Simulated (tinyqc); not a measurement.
Matthiessen's rule against the full average: mobility of a non-polar semiconductor in the relaxation-time approximation. Computed by tinyqc, a small Python program. Command: `OMP_NUM_THREADS=1 python tinyqc.py 3031324 3031325 out.jsonl rta walk`. One thread of a shared host (Intel(R) Xeon(R) Processor @ 2.30GHz), about 0.01 s of CPU time with the checks.

Each valley is treated as a sphere of mass m_d for states and rates, with one isotropic relaxation time; the conductivity mass m_c sets the current.

Inputs (values chosen for the exercise, modelled on electrons in germanium):

| quantity | value | unit |
|---|---|---|
| longitudinal mass m_l | 1.56 | m_0 |
| transverse mass m_t | 0.08 | m_0 |
| equivalent valleys Z | 4 | - |
| non-parabolicity alpha | 0.63 | 1/eV |
| static permittivity eps_s | 16 | - |
| density rho | 5323 | kg/m^3 |
| sound velocity v_l | 5330 | m/s |
| acoustic deformation potential D_A | 11 | eV |
| phonon energy hbar w | 30.4 | meV |
| optical or intervalley deformation potential D_o | 4.3 | 1e8 eV/cm |
| final valleys Z_f | 3 | - |
| carrier density n | 6.2e+18 | 1/cm^3 |
| compensation ratio C | 0 | - |
| temperature T | 200 | K |
| neutral impurity density N_n | 4.4e+17 | 1/cm^3 |

Band: Kane. Impurity formula: Brooks-Herring. Further scattering: neutral impurities.

Constants: k_B = 8.617333262e-05 eV/K; m_0 = 9.1093837015e-31 kg; e = 1.602176634e-19 C; hbar = 1.054571817e-34 J s; eps_0 = 8.8541878128e-12 F/m; k_B = 1.380649e-23 J/K; hbar = 6.582119569e-16 eV s.

Method:
- m_d = (m_l m_t^2)^(1/3); 1/m_c = (1/m_l + 2/m_t)/3; Hall mass factor A = 3 K_m (K_m + 2)/(2 K_m + 1)^2, K_m = m_l/m_t; N_I = n (1 + C)/(1 - C).
- Kane band: hbar^2 k^2/(2 m) = E (1 + alpha E), speed v = hbar k/(m (1 + 2 alpha E)), states per spin, volume and energy g(E) = m k (1 + 2 alpha E)/(2 pi^2 hbar^2); overlap factors are set to 1. Here m = m_d. Masses are multiplied by m_0 and all formulas are in SI units.
- The reduced Fermi level eta = E_F/(k_B T) solves n = 2 Z int g f dE with f = 1/(1 + exp(x - eta)) (Z = 1 unless valleys are given); screening length L_s = sqrt(eps_s eps_0 k_B T/(e^2 dn/deta)), dn/deta = 2 Z int g f (1 - f) dE.
- Integrals over x = E/(k_B T) use 160 Gauss-Legendre points in u = sqrt(x) from 0 to sqrt(max(eta, 0) + 32).
- Phonon occupation N_q = 1/(exp(hbar w/(k_B T)) - 1).
- Acoustic deformation potential (elastic, equipartition, absorption and emission together): 1/tau = 2 pi k_B T D_A^2 g(E)/(hbar rho v_l^2).
- Optical or intervalley deformation potential: 1/tau = (pi Z_f D_o^2/(rho w)) [N_q g(E + hbar w) + (N_q + 1) g(E - hbar w)], with g = 0 below the band edge.
- Each optical term is multiplied by (1 - f(E'))/(1 - f(E)), E' the final energy, for Pauli blocking.
- Singly charged impurities, momentum relaxation: 1/tau = N_I e^4 m (1 + 2 alpha E) Phi/(8 pi (eps_s eps_0)^2 hbar^3 k^3), with alpha = 0 for a parabolic band.
- Brooks-Herring: Phi = ln(1 + b) - b/(1 + b), b = 4 k^2 L_s^2.
- Neutral impurities (Erginsoy): 1/tau = 20 N_n a_B hbar/m, a_B = 4 pi eps_s eps_0 hbar^2/(m e^2).
- mu = (m_d/m_c) (2 Z e/(3 n k_B T)) int g v^2 tau f (1 - f) dE.
- Averages over x are split at the emission threshold x_0 = hbar w/(k_B T): 64 Gauss-Legendre points in sqrt(x) below it and 128 in sqrt(x - x_0) above it, up to x = max(eta, 0) + 32.
- Rates are added at each energy before the average. With <y> = int g v^2 y f (1 - f) dE: Hall factor r_H = A (3 n k_B T/(2 Z m_d)) <tau^2/(1 + 2 alpha E)>/<tau>^2 (alpha = 0 for a parabolic band); Hall mobility r_H mu; |S| = (k_B/e) (<x tau>/<tau> - eta); resistivity 1/(n e mu).
- Matthiessen's rule adds 1/mu of the separate processes.

acoustic mobility = 9260.49 cm^2/(V s)

optical mobility = 26938.9 cm^2/(V s)

ionised impurity mobility = 1994.83 cm^2/(V s)

neutral impurity mobility = 759.299 cm^2/(V s)

drift mobility mu = 488.317 cm^2/(V s)

Separate mobilities:

| process | mu (cm^2/(V s)) | share of the sum of 1/mu (%) |
|---|---|---|
| acoustic | 9260 | 5.500 |
| optical | 26939 | 1.891 |
| ionised impurity | 1995 | 25.532 |
| neutral impurity | 759 | 67.077 |

mobility by Matthiessen's rule = 509.32 cm^2/(V s)

excess of Matthiessen's rule over the full mu = 4.3007 %

What follows from these numbers?

The rule gives 509.3 against the full 488.3, 4.3 % too high; it can only overestimate, since each separate average is carried by the energies where that process is weak. The largest shares are neutral impurity (67 %) and ionised impurity (26 %). Caution: Erginsoy's formula holds for k a_B below about 0.5 and for dopants that stay neutral, which means low temperature; elsewhere it is only a rough constant rate. Caution: above a few 1e18 per cm^3 the Born approximation, static screening and an unperturbed band are rough; measured mobilities are usually lower.

Extremes, crossings and ranges named in words are read from the listed rows.
